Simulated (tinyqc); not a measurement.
Thermoelectric coefficients with electrons and holes, Landauer integrals: one step of the calculation.

Bulk parabolic band, x = (E - Ec)/kB T, C = hbar^2/(2 m0), kB T in eV. Modes per area gv m kB T x/(4 pi C) times the back-scattering length l0 x^rr give the transport function s0 X(x), s0 = (2 q^2/h) gv m kB T l0/(4 pi C), X = x^(1 + rr). Holes have the same form with the prefactor bb s0 and the reduced level -eta - xg in place of eta. I_k = int X (x - eta)^k w dx, w = 1/(4 cosh^2((x - eta)/2)).

Question. Both bands together. sigma = s0 I_0, S = -(kB/q) I_1/I_0, Lorenz number L = (kB/q)^2 [I_2/I_0 - (I_1/I_0)^2], kappa_e = L sigma T. With both bands: sigma = sigma_n + sigma_p, S = (sigma_n S_n + sigma_p S_p)/sigma with S_p = +(kB/q) I_1/I_0 of the holes, and kappa_e is the sum of L sigma T of both bands and the bipolar term sigma_n sigma_p (S_p - S_n)^2 T/sigma. Power factor S^2 sigma, ZT = S^2 sigma T/(kappa_e + kL).

Values chosen for this exercise: temperature T = 200 K; mass of one valley m = 0.29 m0; valleys gv = 1; back-scattering length at x = 1 l0 = 2.7 nm; lattice thermal conductivity kL = 5.5 W/(m K); reduced Fermi level (EF - Ec)/kB T eta = -2.9; gap over kB T xg = 3.8; ratio of the hole prefactor to the electron prefactor bb = 0.34.

Constants: q = 1.602176634e-19 C, kB = 1.380649e-23 J/K, hbar = 1.054571817e-34 J s, h = 6.62607015e-34 J s, m0 = 9.1093837015e-31 kg, Vt = kB T/q, hbar^2/(2 m0) = 0.0380998212 eV nm^2. Results are converted to the units shown.

sigma = 1.5672059 S/cm
S = -467.38982 uV/K
kappa_e = 5.8327257e-4 W/(m K)
converged I_0, I_1, I_2 of the holes: 0.47644455  1.6948790  7.2386391

Find: sigma_p; S_p; S; bipolar kappa; ZT.

Answer.

sigma_p = 3.538 S/cm
S_p = 306.5 uV/K
S = 68.95 uV/K
bipolar kappa = 0.01301 W/(m K)
ZT = 8.801e-5

Holes carry 69.3 % of the conductivity and change S from -467 to 68.9 uV/K. Electrons alone would give ZT = 0.00124.

Range of the model: Parabolic bands, elastic scattering and a fixed kL make these model figures, not those of a material.

Program tinyqc, `OMP_NUM_THREADS=1 python tinyqc.py 2800047 2800048 out.jsonl`; Intel Xeon 2.30GHz, shared host, one thread, about 0.03 s.
